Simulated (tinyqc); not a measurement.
Inside a calculation. Method: tight binding, dimerised chain. Computed by tinyqc, a small Python program that keeps every step. Settings: t1 = 2.22, t2 = 0.93, delta = 0.77, points = 8, cells = 3. Command: `OMP_NUM_THREADS=1 python tinyqc.py 23230 23231 out.jsonl` (the two numbers bound the seeds that draw the settings). One thread of a shared host (Intel(R) Xeon(R) Processor @ 2.60GHz), about 0.01 s of CPU time with the checks.

## Bloch Hamiltonian at k

Parameters chosen for this model:
```
parameter     value                      unit
t1         2.220000       eV, inside the cell
t2         0.930000         eV, between cells
delta      0.770000  eV, +/- on the two sites
```

k point k (2 pi / a): 0.24000

H_AA = +delta, H_BB = -delta, H_AB = -t1 - t2 exp(-i k a).

H(k) at k (eV):
```
                   A                  B
A            0.77000  -2.27840+0.92816i
B  -2.27840-0.92816i           -0.77000
```

## Levels at k

Diagonalise the Hermitian matrix.

eigenvalues (eV): -2.57788  2.57788

weights |c|^2 of the basis functions:
```
    band 1   band 2
A  0.35065  0.64935
B  0.64935  0.35065
```

## Bloch Hamiltonian at X

k point X (2 pi / a): 0.50000

As before.

H(k) at X (eV):
```
          A         B
A   0.77000  -1.29000
B  -1.29000  -0.77000
```

## Levels at X

As before.

eigenvalues (eV): -1.50233  1.50233

weights |c|^2 of the basis functions:
```
    band 1   band 2
A  0.24373  0.75627
B  0.75627  0.24373
```

## Bands along a path

The same steps at evenly spaced points between the labelled ones.

Bands along the path (eV):
```
k           band 1   band 2
G         -3.24275  3.24275
G-X 0.20  -3.11878  3.11878
G-X 0.40  -2.76807  2.76807
G-X 0.60  -2.26058  2.26058
G-X 0.80  -1.74517  1.74517
X         -1.50233  1.50233
```

With 1 band(s) filled, the highest filled level on these points lies at X and the lowest empty one at X: a gap of 3.0047 eV, direct.

## Berry (Zak) phase of the lower band

On 8 points k_j = j/N: phase = -Im ln of the product of <u_j|u_(j+1)>, closed with u_N = u_0 (the cell-periodic part is taken without the site positions). Single arguments depend on the phases chosen for the u_j; only their sum modulo 2 pi does not.

Overlaps:
```
j  |<u_j|u_j+1>|  argument (rad)
0        0.99405        -0.08471
1        0.99622        -0.06199
2        0.99830        -0.00054
3        0.98299         0.10570
4        0.98299         0.10570
5        0.99830        -0.00054
6        0.99622        -0.06199
7        0.99405        -0.08471
```

phase / pi, folded into (-1, 1] = 0.02644

## Open chain of 3 cells

H of the open chain (eV):
```
          1         2         3         4         5         6
1   0.77000  -2.22000   0.00000   0.00000   0.00000   0.00000
2  -2.22000  -0.77000  -0.93000   0.00000   0.00000   0.00000
3   0.00000  -0.93000   0.77000  -2.22000   0.00000   0.00000
4   0.00000   0.00000  -2.22000  -0.77000  -0.93000   0.00000
5   0.00000   0.00000   0.00000  -0.93000   0.77000  -2.22000
6   0.00000   0.00000   0.00000   0.00000  -2.22000  -0.77000
```

The same hoppings without the wrap-around bond.

levels (eV): -3.02080  -2.44193  -1.79038  1.79038  2.44193  3.02080

weights of the highest filled level on the sites: 0.10220  0.13594  0.12859  0.32265  0.05418  0.25644

The bulk gap runs from -1.5023 to 1.5023 eV; no level of this chain lies inside it.
